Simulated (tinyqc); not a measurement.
# Pinning factor and decay constant from two barriers

Question. phiB = S (phiM - chi) + (1 - S)(Eg - E0) with S = 1/(1 + (1/S0 - 1) exp(-be ti)). Find S0, S at the given thickness and be.

Parameters, values chosen for the exercise; semiconductor values close to those of gallium nitride; interlayer mass of the order of that in lanthanum oxide, offset chosen freely: band gap Eg = 3.49 eV; electron affinity chi = 4.17 eV; charge-neutrality level above the valence band E0 = 2.2 eV; metal work function phiM = 4.18 eV.

phiB at ti = 0, 0.4 nm (eV): [0.5092, 0.12798941]

Answer. Each barrier gives its S by linear interpolation between the pinned and the unpinned value; the ratio of the two values of 1/S - 1 is exp(be ti).

S0 = 0.6100
S = 0.9078
be = 4.600 1/nm

Program tinyqc, `OMP_NUM_THREADS=1 python tinyqc.py 2270069 2270070 out.jsonl`; Intel Xeon 2.30GHz, shared host, one thread, about 0.03 s.
